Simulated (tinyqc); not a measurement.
Worked calculation: extended Hueckel theory, for H3+. The parameters take no account of the charge, which enters only through the electron count. One step of it, computed by the program tinyqc.

Question. Orbitals. Solve H C = S C e through S^(-1/2); fill by pairs from the bottom, a degenerate level sharing its electrons equally; each orbital has its largest coefficient positive (the first on a tie).

H (eV), order 1H 1s, 2H 1s, 3H 1s:
```
[[-13.600000, -13.208909, -13.212297],
 [-13.208909, -13.600000, -4.943588],
 [-13.212297, -4.943588, -13.600000]]
```

overlap S, order 1H 1s, 2H 1s, 3H 1s:
```
[[1.000000, 0.485622, 0.485746],
 [0.485622, 1.000000, 0.181750],
 [0.485746, 0.181750, 1.000000]]
```

valence electrons = 2

Give: orbital energies; occupations; coefficients; sum of one-electron energies.

Answer.

orbital energies (eV): [-19.575, -10.579, 6.968]

occupations: [2.000, 0.000, 0.000]

coefficients, order 1H 1s, 2H 1s, 3H 1s:
```
[[0.494, 0.000, 1.192],
 [0.398, 0.782, -0.739],
 [0.398, -0.782, -0.739]]
```

sum of one-electron energies = -39.151 eV
